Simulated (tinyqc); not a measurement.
# ESD clamp with bipolar snapback, compact model and design window: effect of the substrate resistance

The drain junction multiplies the current that enters it: Igen = (M - 1)(Ic + I0), M = 1/(1 - (Vj/BV)^n). The generated holes leave through the substrate resistance and the base of the parasitic npn: Igen = Vb/Rb + Ic/be, Ic = Is exp(Vb/Vt). Terminal current I = Ic + I0 + Igen and voltage V = Vj + I Ro, per width. Isothermal, constant gain.

For given Vb: Ic, Igen, M = 1 + Igen/(Ic + I0), Vj = BV (1 - 1/M)^(1/n), I and V. Vt1 is the maximum of V along the curve, Vh the following minimum, Vt2 the voltage at I = It2. It1 and Ih are the currents at Vt1 and Vh.

Inputs (values chosen for the exercise); values close to those of grounded-gate n-channel clamps:
- T = 300 K (temperature)
- BV = 10.2 V (junction breakdown voltage)
- n = 3.1 (exponent of the multiplication)
- be = 5.3 (current gain of the parasitic npn)
- Is = 1.7e-17 A/um (saturation current)
- I0 = 1e-11 A/um (junction leakage)
- Ro = 320 ohm um (drain ballast and contact resistance)
- It2 = 5.5 mA/um (failure current for 100 ns)

Constants: q = 1.602176634e-19 C, kB = 1.380649e-23 J/K, Vt = kB T/q. Results are converted to the units shown.

Result of one run:
```
Rb (ohm um)  Vt1 (V)  It1 (uA/um)  Vh (V)  Ih (uA/um)  Vt2 (V)  Vt2 - Vt1 (V)
7.2e5          10.20       0.4279   5.747       174.4    7.395         -2.805
```

What becomes of these results when the substrate resistance Rb is changed from 7.2e5 to 7200 ohm um, all else the same?

Result of the changed run:
```
Rb (ohm um)  Vt1 (V)  It1 (uA/um)  Vh (V)  Ih (uA/um)  Vt2 (V)  Vt2 - Vt1 (V)
7200           10.22        76.26   6.761        1642    7.594         -2.629
```

The whole series:
```
Rb (ohm um)  Vt1 (V)  It1 (uA/um)  Vh (V)  Ih (uA/um)  Vt2 (V)  Vt2 - Vt1 (V)
7200           10.22        76.26   6.761        1642    7.594         -2.629
16000          10.21        31.59   6.399        1134    7.486         -2.724
33000          10.20        14.12   6.169       802.7    7.438         -2.766
72000          10.20        5.879   5.997       549.1    7.414         -2.788
1.6e5          10.20        2.374   5.877       370.2    7.402         -2.798
3.3e5          10.20        1.036   5.802       258.0    7.398         -2.803
7.2e5          10.20       0.4279   5.747       174.4    7.395         -2.805
```

As Rb goes from 7200 to 7.2e5 ohm um, Vt1 stays near 10.2 V, It1 falls from 76.3 to 0.428 uA/um, Vh falls from 6.76 to 5.75 V and Vt2 falls from 7.59 to 7.40 V. Vt2 exceeds Vt1, the condition for all fingers to turn on, in 0 of the 7 rows. It1 goes as Rb^(-1.13); the product It1 Rb, close to the base voltage at the trigger, goes from 0.549 to 0.308 V.

tinyqc, about 0.01 s, one thread, Intel Xeon 2.30GHz (shared host): `OMP_NUM_THREADS=1 python tinyqc.py 2670146 2670147 out.jsonl`
